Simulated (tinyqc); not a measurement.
Parabolic against non-parabolic filling: Fermi-Dirac statistics of conduction electrons.

Non-parabolic band E (1 + alpha E) = c k^2/m: n = Nc (2/sqrt(pi)) integral_0^infinity sqrt(x (1 + a x)) (1 + 2 a x) dx/(1 + exp(x - eta)) with a = alpha kT and eta = (EF - Ec)/kT; a = 0 gives n = Nc F_1/2(eta).

Constants: hbar^2/2m0 = 3.80998211 eV angstrom^2; kB = 8.617333262e-05 eV/K.

Values chosen for the exercise (out of a larger set: near those of Si, lowest valleys alone; not measured data): m = 1.0698 m0 (density-of-states mass of the conduction band); T = 300 K; alpha = 0.49 1/eV (non-parabolicity).

N = 2 (m kB T/(4 pi c))^(3/2) with c = hbar^2/2m0, in 1/angstrom^3; times 1e24 for 1/cm^3. k_F = (3 pi^2 n)^(1/3) and the energy E0 that solves E (1 + alpha E) = c k_F^2/m give the limit of zero temperature.

EF - Ec (meV):

| n (1/cm^3) | parabolic | non-parabolic | non-parabolic, 0 K |
|---|---|---|---|
| 3.0e+18 | -56.5 | -57.8 | 7.1 |
| 1.0e+19 | -23.1 | -24.6 | 15.7 |
| 4.0e+19 | 22.3 | 20.1 | 39.1 |
| 1.0e+20 | 64.5 | 60.6 | 71.0 |
| 4.0e+20 | 182.0 | 166.3 | 170.8 |
| 1.0e+21 | 339.2 | 294.6 | 297.5 |

Non-parabolicity lowers EF by 1.3 meV at the lowest density and by 44.7 meV at the highest, where alpha (EF - Ec) = 0.14. Temperature lowers EF below its 0 K value by 64.9 meV at the lowest density and by 2.9 meV at the highest. EF enters the band between 1e+19 and 4e+19 1/cm^3.

Computed by tinyqc, a small Python program: `OMP_NUM_THREADS=1 python tinyqc.py 1682773 1682774 out.jsonl` (the numbers bound the seed that draws the inputs); one thread of a shared host (Intel(R) Xeon(R) Processor @ 2.30GHz), about 0.01 s for the whole set of steps.
